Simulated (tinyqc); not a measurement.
Spectrum around the gap: Franz-Keldysh effect at a direct gap.

Parabolic bands, vertical transitions, no excitons. For each hole band j: mr = me mj/(me + mj); joint density of states J_j(E) = (mr/c)^(3/2) sqrt(E - Eg)/(2 pi^2), both spins, c = hbar^2/2m0; averaged matrix element |e.p|^2 = m0 Ep/6; alpha_j(E) = 4 pi^2 alpha_f c Ep J_j/(3 nr E) in 1/angstrom (alpha_f the fine-structure constant, listed as alpha among the constants), times 1e8 for 1/cm.

In a field Fd (1 kV/cm = 1e-5 V/angstrom) the electro-optic energy of band j is th = (c (e Fd)^2/mr)^(1/3), and sqrt(E - Eg) in J_j is replaced by pi sqrt(th) [Ai'(b)^2 - b Ai(b)^2] with b = (Eg - E)/th; Ai is the Airy function.

Constants: hbar^2/2m0 = 3.80998211 eV angstrom^2; fine-structure constant alpha = 0.007297352564.

Inputs chosen for the exercise (near those of InP; shifted at random, so the results belong to these values and not to a real crystal):
```
symbol  value   unit   meaning
Eg      1.374   eV     direct gap
me      0.0802  m0     electron mass
mhh     0.626   m0     heavy-hole mass
mlh     0.0863  m0     light-hole mass
Ep      20.9    eV     Kane energy
nr      3.38           refractive index
Fd      110     kV/cm  uniform field
```

Absorption (1/cm):
```
E - Eg (eV)  alpha(0)   alpha(F)  change
-0.1004             0      3.029       3
-0.0804             0      12.68      13
-0.0603             0      48.82      49
-0.0402             0      168.6     169
-0.0201             0      511.6     512
0.0000              0       1335    1335
0.0201           4299       2927   -1372
0.0402           5994       5265    -729
0.0603           7238       7625     387
0.0804           8242       8937     695
0.1004           9085       9128      43
0.1205           9819       9480    -339
0.1607          11042  1.117e+04     128
0.2009          12031  1.212e+04      90
```

What can be read from this table?

At the gap alpha(F) = 1335 1/cm; 80.4 meV below it 12.7 1/cm remain, the tail falling as exp(-(4/3) b^(3/2)). Among the energies listed the largest rise is 1335 1/cm at E - Eg = 0.0 meV and the largest fall -1372 1/cm at 20.1 meV. It changes sign between 0.0 and 20.1 meV, between 40.2 and 60.3 meV, between 100.4 and 120.5 meV and between 120.5 and 160.7 meV; th is 40.2 meV for heavy holes and 48.0 meV for light holes.

Program tinyqc; command `OMP_NUM_THREADS=1 python tinyqc.py 1681625 1681626 out.jsonl`; about 0.01 s on one thread of a shared Intel(R) Xeon(R) Processor @ 2.30GHz.
